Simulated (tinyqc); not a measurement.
## Double-gate transistor, scale length and short-channel effects: effect of the relative permittivity of the insulator

A body of thickness ts between two insulators of thickness ti and two tied gates. Below threshold the potential that source and drain add obeys Laplace's equation and vanishes on the gate. Its lowest mode decays along the channel as exp(-k y); k is the smallest positive root of the matching condition at the interface, and the scale length is Lambda = pi/k.

k is the smallest positive root of f(k) = ei cos(k ti) cos(k ts/2) - eps_r sin(k ti) sin(k ts/2). Along the channel psi(y) = s + a exp(y/l) + b exp(-y/l) with psi(0) = Vbi, psi(L) = Vbi + Vds and l = 1/k = Lambda/pi; with A = Vbi - s, B = A + Vds, x = exp(-L/l): a = (B - A x) x/(1 - x^2), b = (A - B x)/(1 - x^2). The minimum is s + 2 sqrt(a b), at y = (l/2) ln(b/a). The long-channel potential follows the gate as s = sT + (Vg - VTL)/m, and the threshold VT is the gate voltage at which the minimum equals sT. Swing = m Vt ln 10/g at threshold, g = d(minimum)/ds = 1 - (b x + a)/((1 + x) sqrt(a b)). DIBL = [VT(0.05 V) - VT(Vds)]/(Vds - 0.05 V). sT and Vbi are held fixed; m = 1.

Inputs (values chosen for the exercise); permittivities: semiconductor close to that of In0.53Ga0.47As, insulator close to that of zirconium oxide:
- T = 273 K (temperature)
- eps_r = 13.9 (relative permittivity of the semiconductor)
- ti = 2.9 nm (insulator thickness)
- ts = 12.7 nm (body thickness)
- L = 32 nm (channel length)
- Vbi = 0.87 V (potential of the source)
- sT = 0.39 V (potential of the barrier top at threshold)
- Vds = 0.6 V (drain voltage)

Constants: q = 1.602176634e-19 C, kB = 1.380649e-23 J/K, Vt = kB T/q. Results are converted to the units shown.

Result of one run:
```
ei   Lambda (nm)  L/Lambda  VT - VTL at Vds (mV)  DIBL (mV/V)  swing (mV/decade)
5.7       24.568    1.3025               -249.63       141.13             73.865
```

What becomes of these results when the relative permittivity of the insulator ei is changed from 5.7 to 27, all else the same?

Result of the changed run:
```
ei  Lambda (nm)  L/Lambda  VT - VTL at Vds (mV)  DIBL (mV/V)  swing (mV/decade)
27       15.945    2.0070               -67.612       37.367             59.611
```

The whole series:
```
ei   Lambda (nm)  L/Lambda  VT - VTL at Vds (mV)  DIBL (mV/V)  swing (mV/decade)
3.9       28.428    1.1257               -364.65       207.85             82.728
5.7       24.568    1.3025               -249.63       141.13             73.865
8.5       21.392    1.4959               -170.10       95.410             67.684
12        19.261    1.6614               -124.73       69.561             64.129
18        17.347    1.8447               -89.692       49.758             61.364
27        15.945    2.0070               -67.612       37.367             59.611
40        14.964    2.1384               -54.031       29.784             58.527
```

As ei goes from 3.9 to 40, Lambda falls from 28.4 to 15.0 nm, DIBL falls from 208 to 29.8 mV/V and the swing falls from 82.7 to 58.5 mV a decade. On average Lambda goes as ei^(-0.28). For ei = 3.9 to 8.5 L is under 1.5 Lambda, where higher modes, left out of the one-mode potential, count.

Numbers from tinyqc (`OMP_NUM_THREADS=1 python tinyqc.py 2420077 2420078 out.jsonl`; about 0.01 s on one thread of a shared Intel Xeon 2.30GHz).
